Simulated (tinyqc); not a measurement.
# Zero-field barrier from two thresholds

Problem. The photoemission threshold over an interface barrier is Phi = P0 - sqrt(q F/(4 pi eps0 ei)). Find P0 and ei.

Constants: q = 1.602176634e-19 C, eps0 = 8.8541878128e-14 F/cm where lengths are in cm. Results are converted to the units shown.

thresholds at F = 0.4 and 3.8 MV/cm (eV): [1.5154557, 1.2769506]

Answer. Phi is linear in sqrt(F): the intercept is P0 and the slope gives ei.

P0 = 1.630 eV
ei = 4.390

Program tinyqc, `OMP_NUM_THREADS=1 python tinyqc.py 2410022 2410023 out.jsonl`; Intel Xeon 2.30GHz, shared host, one thread, about 0.01 s.
